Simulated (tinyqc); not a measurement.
Worked calculation: leakage currents through a thin dielectric. Computed by tinyqc, a small Python program that keeps every step. Command: `OMP_NUM_THREADS=1 python tinyqc.py 3000375 3000376 out.jsonl leak walk`. One thread of a shared host (Intel(R) Xeon(R) Processor @ 2.30GHz), about 0.02 s of CPU time with the checks. Intermediate numbers are printed to about 6 digits and carried at full precision; extremes and crossings named in words are read from the listed rows.

Electrons leave an electrode with Fermi energy E_F above its band bottom; barriers are counted from the Fermi level, and both electrodes are alike. They cross the interlayer first.

Inputs (values chosen for the exercise, modelled on HfO2):
```
quantity,value,unit
barrier height phi_B,1.49,eV
tunnelling mass m,0.18,m_0
static permittivity k,22.7,-
optical permittivity k_o,4.08,-
trap depth phi_t,0.87,eV
Poole-Frenkel prefactor sigma_0,0.0083,S/cm
thickness t,1.8,nm
electrode Fermi energy E_F,4.6,eV
electrode mass m_e,0.5,m_0
voltage V,0.55,V
temperature T,300,K
interlayer thickness t_i,0.88,nm
interlayer barrier phi_i,3.05,eV
interlayer mass m_i,0.44,m_0
interlayer permittivity k_i,4,-
```

Stack: dielectric on an interlayer.

Constants: m_0 = 9.1093837015e-31 kg; e = 1.602176634e-19 C; hbar = 1.054571817e-34 J s; k_B = 8.617333262e-05 eV/K; k_B = 1.380649e-23 J/K; eps_0 = 8.8541878128e-12 F/m; h = 6.62607015e-34 J s.

## Fields

Fields: F_i = V/(t_i + t k_i/k), F = F_i k_i/k; equivalent oxide thickness 3.9 (t/k + t_i/k_i).

field F = 0.809538 MV/cm

equivalent oxide thickness = 1.16725 nm

interlayer field F_i = 4.59413 MV/cm

## Transmission at the Fermi level

WKB: a layer of mass m, field F and barrier b(x) = b_0 - e F x gives the exponent (4 sqrt(2 m)/(3 hbar e F)) [b_0^(3/2) - max(b_0 - e F t, 0)^(3/2)] for b_0 > 0; b_0 = barrier - (E - E_F), less e F_i t_i for the second layer; the transmission is D(E) = exp(-sum of exponents), without image force.

exponent of the interlayer = 10.0913

exponent of the dielectric = 7.87332

transmission D(E_F) = 1.57791e-08

At E_F the barrier of the dielectric is trapezoidal (direct tunnelling).

## Tunnel current

Tsu-Esaki: J = (e m_e k_B T/(2 pi^2 hbar^3)) int D(E) ln[(1 + exp((E_F - E)/k_B T))/(1 + exp((E_F - eV - E)/k_B T))] dE over the normal energy E (its change with the mass at an interface is neglected) from max(0, E_F - 3 eV) to E_F + largest barrier, by 100 Gauss-Legendre points in each part, split at E_F - 0.3 eV (if inside the range) and E_F + 8 k_B T. The mean energy weights E - E_F by the integrand.

tunnel current density = 4.59187 A/cm^2

mean energy of the current above E_F = -0.362496 eV

The current flows close to or below E_F.

## Thermal currents

Schottky emission J = A T^2 exp(-(phi_B - sqrt(e^3 F/(4 pi k_o eps_0)))/k_B T), A = 4 pi e m k_B^2/h^3 with the tunnelling mass; Poole-Frenkel J = sigma_0 F exp(-(phi_t - sqrt(e^3 F/(pi k_o eps_0)))/k_B T); both use the field F of the dielectric and ignore the interlayer.

Schottky lowering = 0.169030 eV

Poole-Frenkel lowering = 0.338060 eV

Schottky current density = 1.25316e-16 A/cm^2

Poole-Frenkel current density = 7.78259e-06 A/cm^2

The Poole-Frenkel lowering is twice the Schottky one, because the charge of a trap is fixed while an image charge moves with the electron.

## Which mechanism rules?

The formulas are those given above.

Current densities (A/cm^2):
```
V (V),F (MV/cm),tunnelling,Schottky,Poole-Frenkel
0.11,0.16191,0.4524,3.37539e-18,1.12925e-09
0.19,0.27966,0.8607,8.46058e-18,1.22546e-08
0.28,0.41213,1.4380,1.92524e-17,9.35133e-08
0.39,0.57404,2.3930,4.46239e-17,6.99755e-07
0.47,0.69179,3.3394,7.64506e-17,2.47518e-06
0.55,0.80954,4.5919,1.25316e-16,7.78259e-06
0.66,0.97145,7.0471,2.33901e-16,3.25353e-05
0.83,1.22167,13.7175,5.58100e-16,2.32942e-04
```

The largest current is tunnelling from 0.110 to 0.830 V. Over the table tunnelling grows by 1.5 decades, Schottky by 2.2 and Poole-Frenkel by 5.3. A plot of ln(J/F) against sqrt(F) for the Poole-Frenkel column has the slope 14.53 per sqrt(MV/cm), from which k_o follows; reading it as Schottky emission would give about k_o/4.

Checks made by the program: energy integral against adaptive quadrature (relative difference below 1e-10).
